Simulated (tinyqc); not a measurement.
Stacked nanosheet transistor, parasitic resistance, capacitance and delay: one step of the calculation.

Ns sheets share one contact on top; each has perimeter p = 2 (Ws + ts) and cross-section A = Ws ts; contact width Wc = Ws + 10 nm, stack height Hs = Ns pv. Sheet 1 is the top one. Contact length Lc = CPP - Lg - 2 Lsp, shared by two neighbouring gates. Source and drain sides are equal. The formulas are first-order estimates, not field solutions.

Problem. Effective current, delay and energy. Ieff = (IH + IL)/2, delay CL Vdd/(2 Ieff), energy CL Vdd^2, with CL the load of an inverter that drives an equal one.

Inputs (values chosen for the exercise):
```
symbol,value,unit,meaning
Vdd,0.65,V,supply voltage
```

IH = I(Vdd, Vdd/2) = 327.06044 uA
IL = I(Vdd/2, Vdd), solved likewise = 128.70952 uA
CL = 912.22954 aF

Find: Ieff; delay; energy.

Solution.

Ieff = 227.9 uA
delay = 1.301 ps
energy = 385.4 aJ

Computed by the program tinyqc: `OMP_NUM_THREADS=1 python tinyqc.py 2170048 2170049 out.jsonl`, one thread of a shared Intel Xeon 2.30GHz, about 0.08 s for the whole run.
